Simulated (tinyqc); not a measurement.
Charge neutrality of a doped semiconductor with incomplete ionisation: one step, computed by the program tinyqc. Command: `OMP_NUM_THREADS=1 python tinyqc.py 3022110 3022111 out.jsonl dopant walk`. One thread of a shared host (Intel(R) Xeon(R) Processor @ 2.30GHz), about 0.05 s of CPU time with the checks.

Energies are counted from the top of the valence band; E_D is measured down from the conduction band and E_A up from the valence band.

Question. Densities at the solution. n = N_c F_1/2((E_F - E_g)/k_B T), p = N_v F_1/2(-E_F/k_B T). F_1/2(eta) = (2/sqrt(pi)) int_0^infinity sqrt(x)/(1 + exp(x - eta)) dx, by the trapezoid rule in t = sqrt(x) with step 0.02 up to t = 12 (for eta < -12 by exp(eta) - exp(2 eta)/2^(3/2)). N_D+ = N_D/(1 + g_D exp((E_F - E_g + E_D)/k_B T)). N_A- = N_A/(1 + g_A exp((E_A - E_F)/k_B T)).

Inputs (values chosen for the exercise, modelled on 4H-SiC):
```
quantity                   value   unit
donor density N_D        5.1e+15  cm^-3
acceptor density N_A       1e+14  cm^-3
donor depth E_D           0.0587     eV
acceptor depth E_A         0.206     eV
donor degeneracy g_D           2      -
acceptor degeneracy g_A        4      -
temperature T                350      K
```

Doping: n-type, compensated. Statistics of the bands: Fermi-Dirac.

Fermi level E_F (last iterate) = 2.998744 eV

gap E_g = 3.253457 eV

N_c = 2.319416e+19 cm^-3

N_v = 9.349600e+19 cm^-3

k_B T = 0.03016067 eV

Give: majority density n; minority density p; ionised share of the donors; distance of E_F from the majority band edge.

Answer.

majority density n = 4.985e+15 cm^-3

minority density p = 6.177e-24 cm^-3

ionised share of the donors = 0.9970

distance of E_F from the majority band edge = 0.2547 eV
